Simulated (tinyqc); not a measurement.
G0W0 on RHF in the 6-31g basis, for H2, spin multiplicity 1, step by step. One step of it, computed by the program tinyqc.

Question. Iteration 1: diagonalisation and new density. Diagonalise F' = X^T F X, C = X C', fill 1 alpha and 1 beta electrons from the bottom; D = 2 C_occ C_occ^T. Each column has its largest component positive (the first on a tie).

Fock matrix F (hartree), order 1H 1s, 1H 2s, 2H 1s, 2H 2s:
$$\begin{pmatrix}
0.037083 & -0.440876 & -0.430825 & -0.425042 \\
-0.440876 & -0.297359 & -0.425042 & -0.332846 \\
-0.430825 & -0.425042 & 0.037083 & -0.440876 \\
-0.425042 & -0.332846 & -0.440876 & -0.297359
\end{pmatrix}$$

X, order 1H 1s, 1H 2s, 2H 1s, 2H 2s:
$$\begin{pmatrix}
1.270603 & -0.498073 & -0.129037 & 0.055220 \\
-0.498073 & 1.850970 & 0.055220 & -0.883511 \\
-0.129037 & 0.055220 & 1.270603 & -0.498073 \\
0.055220 & -0.883511 & -0.498073 & 1.850970
\end{pmatrix}$$

Give: F' = X^T F X; orbital energies; coefficients C; D after iteration 1.

Answer.

F' = X^T F X (hartree):
$$\begin{pmatrix}
0.5954 & -0.5693 & -0.3566 & -0.0878 \\
-0.5693 & 0.2657 & -0.0878 & -0.1908 \\
-0.3566 & -0.0878 & 0.5954 & -0.5693 \\
-0.0878 & -0.1908 & -0.5693 & 0.2657
\end{pmatrix}$$

orbital energies (hartree): MO1 -0.5053, MO2 0.1628, MO3 0.8191, MO4 1.2458

coefficients C, order 1H 1s, 1H 2s, 2H 1s, 2H 2s:
$$\begin{pmatrix}
0.2996 & 0.1814 & 0.8123 & -1.0486 \\
0.3055 & 1.4469 & -0.6875 & 1.3410 \\
0.2996 & -0.1814 & 0.8123 & 1.0486 \\
0.3055 & -1.4469 & -0.6875 & -1.3410
\end{pmatrix}$$

D after iteration 1, order 1H 1s, 1H 2s, 2H 1s, 2H 2s:
$$\begin{pmatrix}
0.1795 & 0.1830 & 0.1795 & 0.1830 \\
0.1830 & 0.1867 & 0.1830 & 0.1867 \\
0.1795 & 0.1830 & 0.1795 & 0.1830 \\
0.1830 & 0.1867 & 0.1830 & 0.1867
\end{pmatrix}$$
